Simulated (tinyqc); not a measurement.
From results back to parameters: mean-field antiferromagnet of the Hubbard model on the square lattice. Three cases, with inputs chosen for the exercise.

Problem. In the insulating state f(E-) = 1 and f(E+) = 0, so the gap equation is 1 = (U/2) mean 1/sqrt(e-^2 + Delta^2). Delta is given and U is hidden.

e(k) = -2 t (cx + cy) - 4 t2 cx cy, ci = cos ki; one electron a site; Q = (pi, pi). <n_up - n_dn> = m cos(Q.R) gives Delta = U m/2 and bands E = e+ -/+ sqrt(e-^2 + Delta^2), e+- = (e(k) +- e(k + Q))/2 (the constant U/2 is dropped). Means run over the mesh k_i = 2 pi (j + 1/2)/N of the whole zone: mu from mean(f(E-) + f(E+)) = 1; m(out) = mean of Delta (f(E-) - f(E+))/sqrt(e-^2 + Delta^2); free energy per site F = -kT mean[ln(1 + exp(-(E- - mu)/kT)) + ln(1 + exp(-(E+ - mu)/kT))] + mu + U m^2/4. Order at T > 0 in two dimensions is an artefact of mean field.

Case 1.

Classes of points:

| \|e-\| (eV) | e+ (eV) | points |
|---|---|---|
| 0.0000 | 0.0000 | 12 |
| 2.0092 | 0.0000 | 16 |
| 4.0184 | 0.0000 | 8 |

Delta = 1.52004 eV

Case 2.

Classes of points:

| \|e-\| (eV) | e+ (eV) | points |
|---|---|---|
| 0.0000 | -0.1707 | 8 |
| 0.0000 | -0.0293 | 8 |
| 0.9309 | -0.0707 | 16 |
| 1.3164 | 0.0293 | 8 |
| 2.2473 | 0.0707 | 16 |
| 3.1781 | 0.1707 | 8 |

Delta = 3.21635 eV

Case 3.

Classes of points:

| \|e-\| (eV) | e+ (eV) | points |
|---|---|---|
| 0.0000 | 0.0000 | 8 |
| 2.7153 | 0.0000 | 8 |

Delta = 4.46443 eV

Find: mean 1/sqrt(e-^2 + Delta^2); U; m.

Solution. Form the weighted mean over the classes; U = 2/mean and m = 2 Delta/U.

Case 1.

mean 1/sqrt(e-^2 + Delta^2) = 0.447 1/eV
U = 4.47 eV
m = 0.680

Case 2.

mean 1/sqrt(e-^2 + Delta^2) = 0.280 1/eV
U = 7.15 eV
m = 0.900

Case 3.

mean 1/sqrt(e-^2 + Delta^2) = 0.208 1/eV
U = 9.63 eV
m = 0.927

Computed by tinyqc, one run a case: `OMP_NUM_THREADS=1 python tinyqc.py N N+1 out.jsonl` with N = 1650472, 1650612, 1650660; one thread of a shared Intel(R) Xeon(R) Processor @ 2.30GHz, about 0.2 s a run at most.
